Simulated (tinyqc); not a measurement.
Small-signal admittance of a forward-biased p+-n diode: one step of the calculation.

Holes injected into a neutral base of width wb with an ohmic contact at its end; low injection, p0 far above the equilibrium density. A small voltage v exp(i w t), w = 2 pi f, modulates the edge density by p0 v/Vt, and the small-signal density obeys Dp d2p/dx2 = (1/tau + i w) p.

Task. Closed-form admittance. L = sqrt(Dp tau); direct current J = (q Dp p0/L) coth(wb/L); k = sqrt(1 + i w tau)/L; diffusion admittance Y = (q Dp p0/Vt) k coth(k wb) = G + i w C_diff; junction capacitance C_j = sqrt(q eps0 eps_r Nd/(2 Vr)) in the depletion approximation, with the remaining barrier Vr = Vt ln(Na/p0), a rough value under forward bias; base-width modulation is left out.

Values chosen for this exercise; permittivity close to that of silicon:
```
symbol,value,unit,meaning
T,350,K,temperature
eps_r,11.7,,relative permittivity
Nd,1.5e16,cm^-3,donor density of the base
Dp,8.5,cm^2/s,hole diffusion coefficient
tau,3e-8,s,hole lifetime
wb,0.66,um,width of the neutral base
p0,6.2e12,cm^-3,excess hole density at the junction edge
Na,5e19,cm^-3,acceptor density of the p+ side
f,3.1e7,Hz,signal frequency
```

Constants: q = 1.602176634e-19 C, kB = 1.380649e-23 J/K, Vt = kB T/q, eps0 = 8.8541878128e-14 F/cm where lengths are in cm. Results are converted to the units shown.

Find: L; J; k wb; Y; C_diff; C_j.

Result.

L = 5.0498 um
J = 0.12866 A/cm^2
k wb = 0.24326+0.20517i
Y = 4.2667+0.1408i S/cm^2
C_diff = 7.2288e-4 uF/cm^2
C_j = 0.050944 uF/cm^2

G is 1.00 times its low-frequency value J/Vt, and C_diff is 0.0142 times C_j.

Computed by the program tinyqc: `OMP_NUM_THREADS=1 python tinyqc.py 2890216 2890217 out.jsonl`, one thread of a shared Intel Xeon 2.30GHz, about 0.01 s for the whole run.
